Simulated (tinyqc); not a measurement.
Empirical pseudopotential in a few plane waves, step by step. Computed by tinyqc, a small Python program that keeps every step. Settings: plane-wave index or count = 15. Command: `OMP_NUM_THREADS=1 python tinyqc.py 27485 27486 out.jsonl` (the two numbers bound the seeds that draw the settings). One thread of a shared host (Intel(R) Xeon(R) Processor @ 2.60GHz), about 0.2 s of CPU time with the checks.

## Bloch Hamiltonian at G

Parameters chosen for this model: fcc lattice, atoms at +/- a/8 (1,1,1); form factors in rydberg at |G|^2 in units of (2 pi/a)^2:
```
parameter                 value      unit
a                      6.050000  angstrom
VS(3)                 -0.191000        Ry
VS(8)                  0.006000        Ry
VS(11)                 0.064000        Ry
VA(3)                  0.074000        Ry
VA(4)                  0.048000        Ry
VA(11)                 0.037000        Ry
hbar^2/2m (2 pi/a)^2   4.109338        eV
```

k point G (2 pi / a): [0, 0, 0]

Basis: the 15 shortest G (labels in 2 pi/a), the same at every k. H(G,G') = c |k + G|^2 delta + VS(|G-G'|^2) cos((G-G').tau) + i VA sin((G-G').tau), tau = a/8 (1,1,1); 1 Ry = 13.605693 eV.

H(k) at G (eV), order +0+0+0, -1-1-1, -1-1+1, -1+1-1, -1+1+1, +1-1-1, +1-1+1, +1+1-1, +1+1+1, -2+0+0, +0-2+0, +0+0-2, +0+0+2, +0+2+0, +2+0+0:
```
[[0.0000, 1.8375+0.7119i, -1.8375+0.7119i, -1.8375+0.7119i, -1.8375-0.7119i, -1.8375+0.7119i, -1.8375-0.7119i, -1.8375-0.7119i, 1.8375-0.7119i, 0.0000+0.6531i, 0.0000+0.6531i, 0.0000+0.6531i, 0.0000-0.6531i, 0.0000-0.6531i, 0.0000-0.6531i],
 [1.8375-0.7119i, 12.3280, 0.0000-0.6531i, 0.0000-0.6531i, -0.0816, 0.0000-0.6531i, -0.0816, -0.0816, 0.0000, -1.8375-0.7119i, -1.8375-0.7119i, -1.8375-0.7119i, -0.6157+0.3560i, -0.6157+0.3560i, -0.6157+0.3560i],
 [-1.8375-0.7119i, 0.0000+0.6531i, 12.3280, 0.0816, 0.0000-0.6531i, 0.0816, 0.0000-0.6531i, 0.0000, -0.0816, -1.8375+0.7119i, -1.8375+0.7119i, 0.6157+0.3560i, 1.8375-0.7119i, -0.6157-0.3560i, -0.6157-0.3560i],
 [-1.8375-0.7119i, 0.0000+0.6531i, 0.0816, 12.3280, 0.0000-0.6531i, 0.0816, 0.0000, 0.0000-0.6531i, -0.0816, -1.8375+0.7119i, 0.6157+0.3560i, -1.8375+0.7119i, -0.6157-0.3560i, 1.8375-0.7119i, -0.6157-0.3560i],
 [-1.8375+0.7119i, -0.0816, 0.0000+0.6531i, 0.0000+0.6531i, 12.3280, 0.0000, 0.0816, 0.0816, 0.0000-0.6531i, 1.8375+0.7119i, -0.6157+0.3560i, -0.6157+0.3560i, -1.8375-0.7119i, -1.8375-0.7119i, 0.6157-0.3560i],
 [-1.8375-0.7119i, 0.0000+0.6531i, 0.0816, 0.0816, 0.0000, 12.3280, 0.0000-0.6531i, 0.0000-0.6531i, -0.0816, 0.6157+0.3560i, -1.8375+0.7119i, -1.8375+0.7119i, -0.6157-0.3560i, -0.6157-0.3560i, 1.8375-0.7119i],
 [-1.8375+0.7119i, -0.0816, 0.0000+0.6531i, 0.0000, 0.0816, 0.0000+0.6531i, 12.3280, 0.0816, 0.0000-0.6531i, -0.6157+0.3560i, 1.8375+0.7119i, -0.6157+0.3560i, -1.8375-0.7119i, 0.6157-0.3560i, -1.8375-0.7119i],
 [-1.8375+0.7119i, -0.0816, 0.0000, 0.0000+0.6531i, 0.0816, 0.0000+0.6531i, 0.0816, 12.3280, 0.0000-0.6531i, -0.6157+0.3560i, -0.6157+0.3560i, 1.8375+0.7119i, 0.6157-0.3560i, -1.8375-0.7119i, -1.8375-0.7119i],
 [1.8375+0.7119i, 0.0000, -0.0816, -0.0816, 0.0000+0.6531i, -0.0816, 0.0000+0.6531i, 0.0000+0.6531i, 12.3280, -0.6157-0.3560i, -0.6157-0.3560i, -0.6157-0.3560i, -1.8375+0.7119i, -1.8375+0.7119i, -1.8375+0.7119i],
 [0.0000-0.6531i, -1.8375+0.7119i, -1.8375-0.7119i, -1.8375-0.7119i, 1.8375-0.7119i, 0.6157-0.3560i, -0.6157-0.3560i, -0.6157-0.3560i, -0.6157+0.3560i, 16.4374, 0.0816, 0.0816, -0.0816, -0.0816, 0.0000],
 [0.0000-0.6531i, -1.8375+0.7119i, -1.8375-0.7119i, 0.6157-0.3560i, -0.6157-0.3560i, -1.8375-0.7119i, 1.8375-0.7119i, -0.6157-0.3560i, -0.6157+0.3560i, 0.0816, 16.4374, 0.0816, -0.0816, 0.0000, -0.0816],
 [0.0000-0.6531i, -1.8375+0.7119i, 0.6157-0.3560i, -1.8375-0.7119i, -0.6157-0.3560i, -1.8375-0.7119i, -0.6157-0.3560i, 1.8375-0.7119i, -0.6157+0.3560i, 0.0816, 0.0816, 16.4374, 0.0000, -0.0816, -0.0816],
 [0.0000+0.6531i, -0.6157-0.3560i, 1.8375+0.7119i, -0.6157+0.3560i, -1.8375+0.7119i, -0.6157+0.3560i, -1.8375+0.7119i, 0.6157+0.3560i, -1.8375-0.7119i, -0.0816, -0.0816, 0.0000, 16.4374, 0.0816, 0.0816],
 [0.0000+0.6531i, -0.6157-0.3560i, -0.6157+0.3560i, 1.8375+0.7119i, -1.8375+0.7119i, -0.6157+0.3560i, 0.6157+0.3560i, -1.8375+0.7119i, -1.8375-0.7119i, -0.0816, 0.0000, -0.0816, 0.0816, 16.4374, 0.0816],
 [0.0000+0.6531i, -0.6157-0.3560i, -0.6157+0.3560i, -0.6157+0.3560i, 0.6157+0.3560i, 1.8375+0.7119i, -1.8375+0.7119i, -1.8375+0.7119i, -1.8375-0.7119i, 0.0000, -0.0816, -0.0816, 0.0816, 0.0816, 16.4374]]
```

## Levels at G

Diagonalise the Hermitian matrix.

eigenvalues (eV): [-2.9712, 8.7546, 8.7546, 8.7546, 9.6806, 12.4909, 12.4909, 12.4909, 15.0274, 16.2741, 16.2741, 19.6846, 19.6846, 19.6846, 20.1729]

## Bands along a path

The same steps at evenly spaced points between the labelled ones.

Bands along the path (eV), lowest eight:
```
k          band 1  band 2  band 3  band 4   band 5   band 6   band 7   band 8
L         -1.4351  3.4735  8.1668  8.1668  10.0818  13.1673  13.1673  15.3943
L-G 0.33  -2.0984  4.5779  8.1985  8.1985  10.2094  13.1590  13.1590  15.6137
L-G 0.67  -2.7330  6.6866  8.5187  8.5187  10.6202  12.9349  12.9349  13.0479
G         -2.9712  8.7546  8.7546  8.7546   9.6806  12.4909  12.4909  12.4909
G-X 0.33  -2.6527  6.6740  8.0837  8.0837  11.0533  12.1349  13.7583  13.7583
G-X 0.67  -1.7934  4.6122  7.2860  7.2860  10.1745  11.2039  16.0839  16.2977
X         -0.8904  3.4262  7.1243  7.1243  10.0671  10.3020  19.3674  19.3674
```

With 4 band(s) filled, the highest filled level on these points lies at G and the lowest empty one at G: a gap of 0.9259 eV, direct. This holds for the small fixed basis; with all plane waves up to |k + G|^2 = 21 (2 pi/a)^2 the gap along the path is 1.07 eV.

## Convergence with the number of plane waves

Levels at G counted from the fourth one.

Levels (eV):
```
plane waves   level 1  level 5  level 8
9            -13.9056   0.7852   1.3061
15           -11.7258   0.9259   3.7362
27           -10.9636   1.1079   4.0675
51           -10.8127   1.0365   4.3140
59           -10.8247   1.0391   4.1626
65           -10.8184   1.0384   4.1320
89           -10.8024   1.0392   4.1467
```
